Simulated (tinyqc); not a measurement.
# Ferroelectric with a first-order transition, Landau-Devonshire energy, step by step

Program tinyqc, `OMP_NUM_THREADS=1 python tinyqc.py 2860153 2860154 out.jsonl`; Intel Xeon 2.30GHz, shared host, one thread, about 0.01 s. Printed values are rounded.

One domain with free energy u = al P^2 + be P^4 + ga P^6 - E P, al = a0 (T - T0), be < 0 < ga (P in uC/cm^2, E in kV/cm, u in mJ/cm^3). Equilibrium: E = 2 al P + 4 be P^3 + 6 ga P^5; a state is stable against small changes where dE/dP > 0. The coercive field is that of uniform switching, which real films, switching by domains, do not reach.

Parameters, values chosen for the exercise: slope of the quadratic coefficient a0 = 0.014 kV cm/(uC K); Curie-Weiss temperature T0 = 700 K; quartic coefficient be = -0.00019 kV cm^5/uC^3; sixth-order coefficient ga = 5.4e-8 kV cm^9/uC^5; temperature T = 550 K; applied field Ea = -160 kV/cm.

Constants: eps0 = 8.8541878128e-14 F/cm where lengths are in cm. Results are converted to the units shown.

## Spontaneous polarisation, coercive field and susceptibility

Ps^2 = [-be + sqrt(be^2 - 3 al ga)]/(3 ga); Pc^2 = [-3 be + sqrt(9 be^2 - 15 al ga)]/(15 ga), Ec = -E(Pc); susceptibility chi = 1/(eps0 dE/dP).

al = -2.1 kV cm/uC
Ps = 70.4235 uC/cm^2
u(Ps) at E = 0 = -8501.01 mJ/cm^3
Pc = 49.6076 uC/cm^2
Ec = 203.794 kV/cm
chi at Ps = 464.044

## Transition temperatures

TC = T0 + be^2/(4 a0 ga), where u(Ps) = u(0); T1 = T0 + be^2/(3 a0 ga), where the polar minimum disappears. At TC the polarisation jumps from sqrt(-be/(2 ga)) to zero, with latent heat TC a0 Ps^2.

TC = 711.938 K
T1 = 715.917 K
jump of P = 41.9435 uC/cm^2
latent heat = 17.5348 J/cm^3

Thermal hysteresis can span T0 to T1, 15.9 K.

## Iteration 1: polarisation on the upper branch by Newton steps

P at the start = 84.5 uC/cm^2

f = 2 al P + 4 be P^3 + 6 ga P^5 - Ea, f' = 2 al + 12 be P^2 + 30 ga P^4, P(new) = P - f/f'.

f = 742.370 kV/cm
f' = 62.1130 kV cm/uC
P after iteration 1 = 72.5481 uC/cm^2

## Iteration 2: polarisation on the upper branch by Newton steps

As before.

f = 216.242 kV/cm
f' = 28.6763 kV cm/uC
P after iteration 2 = 65.0073 uC/cm^2

## Course of the iteration: polarisation on the upper branch by Newton steps

Stop when P changes by less than 1e-10 uC/cm^2, or after 40 iterations. The rule counts as met only at the stable state of positive P.

Course of the iteration:
```
iteration	P (uC/cm^2)	|change| (uC/cm^2)
1	72.5481	12.0
2	65.0073	7.54
3	61.4083	3.60
4	60.5270	0.881
5	60.4763	0.0507
6	60.4761	1.63e-4
7	60.4761	1.69e-9
8	60.4761	0
```

Converged in 8 iterations. At the end the number of correct digits about doubles with each step. There chi = 1240, and the state is metastable, since the field opposes P.
